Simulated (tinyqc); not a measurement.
Inside a calculation. Method: Pariser-Parr-Pople SCF with singles CI, for the molecule C=CC1=CC(=O)C=CC1=O (SMILES; centres numbered as the heavy atoms are written). Computed by tinyqc, a small Python program that keeps every step. Settings: charge = 0, gamma = MN, start = huckel, damping = 0, iteration cap = 81, excitations kept = 9. Command: `OMP_NUM_THREADS=1 python tinyqc.py 25380 25381 out.jsonl` (the two numbers bound the seeds that draw the settings). One thread of a shared host (Intel(R) Xeon(R) Processor @ 2.60GHz), about 0.02 s of CPU time with the checks. Later iterations appear only in the table of the cycle.

## PPP integrals

Centres (angstrom, eV; a flat drawing with bonds scaled to 1.40 angstrom):
```
centre         x         y  core charge z         W  gamma_rr
1C      -2.96800  -0.78600              1  11.21000   9.86000
2C      -1.69300  -1.36300              1  11.21000   9.86000
3C      -0.55500  -0.54700              1  11.21000   9.86000
4C       0.72000  -1.12500              1  11.21000   9.86000
5C       1.85800  -0.30900              1  11.21000   9.86000
6O       3.13300  -0.88600              1  19.71000  17.07000
7C       1.72000   1.08400              1  11.21000   9.86000
8C       0.44500   1.66200              1  11.21000   9.86000
9C      -0.69300   0.84600              1  11.21000   9.86000
10O     -1.96800   1.42300              1  19.71000  17.07000
```

Resonance integrals (eV):
```
i   j      beta
1   2  -2.28000
2   3  -2.28000
3   4  -2.28000
4   5  -2.28000
5   6  -2.39000
5   7  -2.28000
7   8  -2.28000
8   9  -2.28000
9  10  -2.39000
9   3  -2.28000
```

Mataga-Nishimoto: gamma = 14.399645/(R + a), a = 2 x 14.399645/(gamma_rr + gamma_ss); H_rr = -W_r - sum_(s != r) z_s gamma_rs; H_rs = beta for bonds.

repulsion gamma_rs (eV), lower triangle:
```
          1C       2C       3C       4C       5C        6O       7C       8C
1C   9.86000
2C   5.03503  9.86000
3C   3.70626  5.03355  9.86000
4C   2.78849  3.70636  5.03430  9.86000
5C   2.28206  2.78818  3.70636  5.03355  9.86000
6O   2.00797  2.43281  3.01692  4.12099  5.83242  17.07000
7C   2.21274  2.54412  3.38047  3.70627  5.03444   4.12153  9.86000
8C   2.54385  2.78810  3.70627  3.37945  3.70593   3.01680  5.03430  9.86000
9C   3.38001  3.70627  5.03444  3.70593  3.37964   2.73280  3.70636  5.03355
10O  4.12099  3.72185  4.12153  3.01680  2.73280   2.23499  3.01692  4.12099

          9C       10O
9C   9.86000
10O  5.83242  17.07000
```

core matrix H (eV), lower triangle:
```
            1C         2C         3C         4C         5C         6O         7C         8C
1C   -39.28741
2C    -2.28000  -42.96626
3C     0.00000   -2.28000  -47.95010
4C     0.00000    0.00000   -2.28000  -45.70214
5C     0.00000    0.00000    0.00000   -2.28000  -45.70539
6O     0.00000    0.00000    0.00000    0.00000   -2.39000  -49.22724
7C     0.00000    0.00000    0.00000    0.00000   -2.28000    0.00000  -43.96714
8C     0.00000    0.00000    0.00000    0.00000    0.00000    0.00000   -2.28000  -44.53924
9C     0.00000    0.00000   -2.28000    0.00000    0.00000    0.00000    0.00000   -2.28000
10O    0.00000    0.00000    0.00000    0.00000    0.00000    0.00000    0.00000    0.00000

            9C        10O
9C   -47.72142
10O   -2.39000  -52.62930
```

## Starting guess

pi electrons, sum of z_r less the charge = 10

Orbitals of the Hueckel matrix of the beta values.

P at the start, lower triangle:
```
           1C        2C        3C        4C        5C        6O        7C       8C
1C    1.00000
2C    0.89480   1.00000
3C    0.00000   0.43071   1.00000
4C   -0.36534   0.00000   0.74390   1.00000
5C    0.00000  -0.05215   0.00000   0.46201   1.00000
6O    0.22324   0.00000  -0.27791   0.00000   0.76220   1.00000
7C    0.07918   0.00000  -0.15091   0.00000   0.43724   0.00000   1.00000
8C    0.00000  -0.01957   0.00000  -0.17567   0.00000  -0.30387   0.82326  1.00000
9C   -0.09875   0.00000   0.40138   0.00000  -0.10818   0.00000   0.00000  0.44572
10O   0.00000  -0.10352   0.00000  -0.26237   0.00000   0.44682  -0.31941  0.00000

          9C      10O
9C   1.00000
10O  0.78663  1.00000
```

## Iteration 1: Fock matrix

F_rr = H_rr + P_rr gamma_rr / 2 + sum_(s != r) P_ss gamma_rs; F_rs = H_rs - P_rs gamma_rs / 2; E = tr P (H + F) / 2 + core repulsion sum_(r<s) z_r z_s gamma_rs.

F (eV), lower triangle:
```
           1C        2C        3C        4C        5C         6O        7C        8C
1C   -6.28000
2C   -4.53268  -6.28000
3C    0.00000  -3.36400  -6.28000
4C    0.50937   0.00000  -4.15250  -6.28000
5C    0.00000   0.07271   0.00000  -3.44276  -6.28000
6O   -0.22413   0.00000   0.41921   0.00000  -4.61274  -11.17500
7C   -0.08760   0.00000   0.25507   0.00000  -3.38063    0.00000  -6.28000
8C    0.00000   0.02729   0.00000   0.29684   0.00000    0.45835  -4.35227  -6.28000
9C    0.16689   0.00000  -3.29035   0.00000   0.18280    0.00000   0.00000  -3.40177
10O   0.00000   0.19264   0.00000   0.39575   0.00000   -0.49932   0.48181   0.00000

           9C        10O
9C   -6.28000
10O  -4.68397  -11.17500
```

pi energy = -141.53728 eV

## Iteration 1: orbitals and new P

Diagonalise F (the basis is taken as orthonormal) and form P = 2 sum c c over the lowest orbitals.

orbital energies (eV): -15.36258  -14.56858  -12.54910  -11.35917  -10.01320  -6.06133  -2.52989  -1.26964  -0.42396  1.54746

P after iteration 1, lower triangle:
```
           1C        2C        3C        4C        5C        6O        7C       8C
1C    0.95408
2C    0.90319   0.99502
3C    0.05416   0.40797   0.93792
4C   -0.35578  -0.02399   0.78404   0.96385
5C   -0.10642  -0.06612   0.13332   0.40758   0.71809
6O    0.18078   0.04125  -0.24907  -0.00608   0.74147   1.44332
7C    0.04140  -0.02696  -0.11891  -0.05253   0.36761   0.02221   0.92930
8C    0.05385  -0.00107  -0.06121  -0.14949   0.13545  -0.25889   0.86068  0.93984
9C   -0.04476   0.04572   0.33720   0.12049  -0.00255  -0.13590   0.14971  0.37540
10O  -0.04470  -0.09119   0.02572  -0.22593  -0.13291   0.26692  -0.27721  0.01804

          9C      10O
9C   0.69659
10O  0.77059  1.42200
```

## Iteration 2: Fock matrix

As before.

F (eV), lower triangle:
```
           1C        2C        3C        4C        5C        6O        7C        8C
1C   -6.21150
2C   -4.55379  -6.59127
3C   -0.10036  -3.30677  -6.92092
4C    0.49605   0.04445  -4.25354  -6.82604
5C    0.12143   0.09217  -0.24707  -3.30578  -6.06600
6O   -0.18151  -0.05018   0.37571   0.01253  -4.55228  -9.83496
7C   -0.04581   0.03430   0.20099   0.09734  -3.20536  -0.04577  -6.83307
8C   -0.06850   0.00149   0.11343   0.25260  -0.25099   0.39051  -4.44646  -6.91101
9C    0.07565  -0.08472  -3.12881  -0.22326   0.00431   0.18569  -0.27744  -3.22479
10O   0.09210   0.16970  -0.05301   0.34079   0.18160  -0.29828   0.41816  -0.03718

           9C        10O
9C   -6.24086
10O  -4.63721  -10.15640
```

pi energy = -143.64582 eV

## Iteration 2: orbitals and new P

As before.

orbital energies (eV): -15.23377  -13.84161  -12.68399  -11.28165  -10.21917  -5.26664  -2.87803  -1.44719  -0.73822  0.99824

P after iteration 2, lower triangle:
```
           1C        2C        3C        4C        5C        6O        7C       8C
1C    0.90616
2C    0.90490   1.02060
3C    0.07022   0.39940   0.95353
4C   -0.34853  -0.05821   0.79541   0.98335
5C   -0.09355  -0.06658   0.11985   0.39601   0.74194
6O    0.17334   0.05573  -0.25006  -0.01845   0.77377   1.39486
7C    0.03214  -0.02476  -0.10982  -0.04435   0.35241   0.02317   0.92994
8C    0.04699   0.00340  -0.05492  -0.14110   0.11639  -0.25742   0.87198  0.95729
9C   -0.03933   0.04185   0.32942   0.11098  -0.01552  -0.12384   0.13844  0.36449
10O  -0.04868  -0.08896   0.01475  -0.22543  -0.11103   0.25923  -0.27417  0.00326

          9C      10O
9C   0.71918
10O  0.79336  1.39315
```

## Iteration 3: Fock matrix

As before.

F (eV), lower triangle:
```
           1C        2C        3C        4C        5C        6O        7C        8C
1C   -6.24630
2C   -4.55809  -6.58033
3C   -0.13013  -3.28520  -6.79075
4C    0.48593   0.10788  -4.28217  -6.71173
5C    0.10674   0.09282  -0.22211  -3.27668  -6.04765
6O   -0.17403  -0.06780   0.37721   0.03802  -4.64648  -9.96342
7C   -0.03555   0.03150   0.18562   0.08219  -3.16709  -0.04776  -6.74091
8C   -0.05977  -0.00474   0.10177   0.23842  -0.21567   0.38829  -4.47492  -6.81154
9C    0.06647  -0.07755  -3.10922  -0.20565   0.02623   0.16921  -0.25656  -3.19733
10O   0.10030   0.16554  -0.03040   0.34004   0.15171  -0.28969   0.41357  -0.00673

           9C        10O
9C   -6.17565
10O  -4.70359  -10.21925
```

pi energy = -143.70446 eV

## Iteration 3: orbitals and new P

As before.

orbital energies (eV): -15.17959  -13.92325  -12.63499  -11.29645  -10.23260  -5.23489  -2.81269  -1.37271  -0.70343  1.10306

P after iteration 3, lower triangle:
```
           1C        2C        3C        4C        5C        6O        7C        8C
1C    0.90624
2C    0.90662   1.01760
3C    0.07485   0.39511   0.95234
4C   -0.34593  -0.06185   0.80013   0.98575
5C   -0.09425  -0.06624   0.12317   0.39028   0.73641
6O    0.16845   0.05669  -0.24720  -0.02373   0.77854   1.39972
7C    0.02840  -0.02575  -0.10569  -0.04416   0.34417   0.02267   0.93000
8C    0.04633   0.00427  -0.05481  -0.13770   0.11509  -0.25295   0.87679   0.95896
9C   -0.03529   0.04393   0.32436   0.11230  -0.01312  -0.12140   0.14033   0.35805
10O  -0.05024  -0.08705   0.01219  -0.22293  -0.10846   0.24821  -0.27035  -0.00058

          9C      10O
9C   0.71403
10O  0.79651  1.39895
```

## Convergence

Stop when output and input P, before any damping, agree to 1e-7.

Course of the cycle:
```
iteration        E (eV)  largest |P(out) - P(in)|
1          -141.5372829                  4.43e-01
2          -143.6458215                  4.85e-02
3          -143.7044633                  1.10e-02
4          -143.7091080                  3.90e-03
5          -143.7098138                  1.68e-03
6          -143.7099300                  6.88e-04
7          -143.7099496                  2.84e-04
8          -143.7099530                  1.17e-04
9          -143.7099535                  4.80e-05
10         -143.7099536                  1.98e-05
11         -143.7099537                  8.52e-06
12         -143.7099537                  3.75e-06
13         -143.7099537                  1.68e-06
14         -143.7099537                  7.61e-07
15         -143.7099537                  3.51e-07
16         -143.7099537                  1.65e-07
17         -143.7099537                  8.09e-08
```

Converged in 17 iterations.

## Converged orbitals

Charges are z - P_rr.

orbital energies (eV): -15.17584  -13.91375  -12.64117  -11.30019  -10.24595  -5.20955  -2.80952  -1.37245  -0.71361  1.09496

coefficients:
```
         MO1       MO2       MO3       MO4       MO5       MO6       MO7       MO8
1C   0.07669  -0.04434   0.36971   0.11287   0.54346  -0.25199   0.51781   0.23766
2C   0.17710  -0.07917   0.53291   0.11038   0.41832  -0.01258  -0.33986  -0.26984
3C   0.38305  -0.12018   0.46794  -0.01057  -0.30948   0.29547  -0.33146   0.07585
4C   0.30735   0.15745   0.29372  -0.07093  -0.53219  -0.29264   0.40406  -0.32656
5C   0.35405   0.48227  -0.06194  -0.06336  -0.04162  -0.33794   0.00485   0.36600
6O   0.27734   0.56556  -0.13207  -0.41585   0.33555   0.42290   0.00338  -0.20174
7C   0.27952   0.18981  -0.24237   0.53787   0.05327  -0.30427  -0.42443   0.10957
8C   0.30446  -0.06261  -0.26965   0.55419   0.06193   0.28465   0.33441  -0.44739
9C   0.44963  -0.36642  -0.13613  -0.03234  -0.02432   0.35175   0.18908   0.53841
10O  0.38249  -0.47526  -0.32064  -0.44217   0.17050  -0.41596  -0.12442  -0.28566

          MO9      MO10
1C   -0.37271   0.14271
2C    0.47741  -0.27350
3C   -0.33375   0.45788
4C   -0.05761  -0.38387
5C    0.48877   0.38132
6O   -0.24366  -0.14603
7C   -0.39602  -0.30561
8C    0.16780   0.31391
9C    0.16813  -0.40714
10O  -0.08333   0.15294
```

pi charges: 1C 0.09477, 2C -0.01760, 3C 0.04794, 4C 0.01243, 5C 0.26496, 6O -0.39950, 7C 0.06991, 8C 0.03942, 9C 0.28681, 10O -0.39912

## Singles CI, singlets

Over the 9 single excitations with the smallest orbital gaps: A = (e_a - e_i) delta + 2 (ia|jb) - (ij|ab), with (pq|rs) = sum c_mp c_mq gamma_mn c_nr c_ns. f = 2/3 w |mu|^2 in atomic units, mu = sqrt2 sum c_ia sum_m c_mi c_ma R_m.

singlet CI matrix (eV), lower triangle:
```
          5>6       4>6       3>6       5>7       4>7       2>6       5>8       5>9
5>6   2.60236
4>6  -0.83013   3.73898
3>6  -0.02830   0.51275   4.22106
5>7  -0.44345   0.21382   0.11720   4.66899
4>7  -0.31802   0.31599   0.15880   0.21300   5.52959
2>6   0.08889  -0.08186   0.03825   0.14941   0.19595   6.15264
5>8  -0.15825  -0.06824  -0.21779  -0.12131  -0.10023  -0.16736   5.65454
5>9   0.00362   0.21530   0.04650  -0.20339   0.03195  -0.29374  -0.02667   6.46184
3>7   0.23518  -0.02050   0.03847   0.17463  -0.13770   0.13412   0.02695  -0.24289

         3>7
3>7  6.66354
```

singlet excitation energies (eV): 2.08263  3.62596  4.34404  4.75816  5.58496  5.71422  6.16023  6.43768  6.98565

oscillator strengths: 0.08451  0.40431  0.05920  0.75207  0.53521  1.00782  0.29418  0.08894  0.01768

## Singles CI, triplets

Over the 9 single excitations with the smallest orbital gaps: A = (e_a - e_i) delta - (ij|ab), with (pq|rs) = sum c_mp c_mq gamma_mn c_nr c_ns.

triplet CI matrix (eV), lower triangle:
```
          5>6       4>6       3>6       5>7       4>7       2>6       5>8      5>9
5>6   0.92359
4>6   0.42246   1.20911
3>6   0.57579  -0.20181   3.27430
5>7   0.63627   0.12038   0.16456   2.92506
4>7   0.12038  -0.78845   0.23547  -0.26567   4.46740
2>6  -0.20798   0.01317  -0.18800  -0.04876  -0.23585   3.39420
5>8  -0.14267  -0.06355   0.10097  -0.21554  -0.02303   0.46727   4.87813
5>9   0.12679  -0.25891  -0.31426   0.59517   0.14599   0.39725   0.20503  5.20596
3>7   0.16456   0.23547   0.26863  -0.16714   0.08164  -0.14056  -0.59826  0.78892

         3>7
3>7  5.29748
```

triplet excitation energies (eV): 0.34616  1.23888  2.51819  3.09036  3.63446  4.33702  4.77450  5.45628  6.17938
